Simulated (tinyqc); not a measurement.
Inside a calculation. Method: UHF in the sto-6g basis, for H4, spin multiplicity 3. This run ends on a higher stationary point, not on the lowest solution. Computed by tinyqc, a small Python program that keeps every step (integrals from PySCF). Settings: charge = 0, multiplicity = 3, basis = sto-6g, energy threshold = 1e-08, iteration cap = 63, orthogonalisation = symmetric, start = highest core orbitals, DIIS depth = 0, method = UHF. Command: `OMP_NUM_THREADS=1 python tinyqc.py 22327 22328 out.jsonl` (the two numbers bound the seeds that draw the settings). One thread of a shared host (Intel(R) Xeon(R) Processor @ 2.60GHz), about 0.2 s of CPU time with the checks.

Geometry (angstrom):
```
atom,x,y,z
H,0.000000,0.000000,0.000000
H,0.000000,0.000000,1.343000
H,0.000000,2.446000,0.000000
H,0.000000,2.446000,1.343000
```

Stop when the energy changes by less than 1e-08 hartree and every element of the error matrix X^T (F D S - S D F) X (for each spin) is below 3e-05.

Course of the cycle:
```
iteration,E (hartree),change,largest element of the error matrix
1,-0.94843025,-,1.12e-15
2,-1.70418015,-7.56e-01,1.11e-14
3,-1.70418015,-8.88e-16,8.18e-15
```

Can the last value be used, and what does the course show?

No, though the log alone does not show it. Converged in 3 iterations. But the solution lies 0.15410 hartree above the reference: it is another stationary point, not the lowest one. Reruns (cap 100 unless said): DIIS 8: converged in 3 to a higher stationary point; damping 0.5: converged in 28 to a higher stationary point; level shift 0.5: converged in 2 to a higher stationary point; atomic densities as start, DIIS 8: converged in 3 to a higher stationary point. PySCF UHF in the same basis, after a stability check = -1.85827687 hartree.
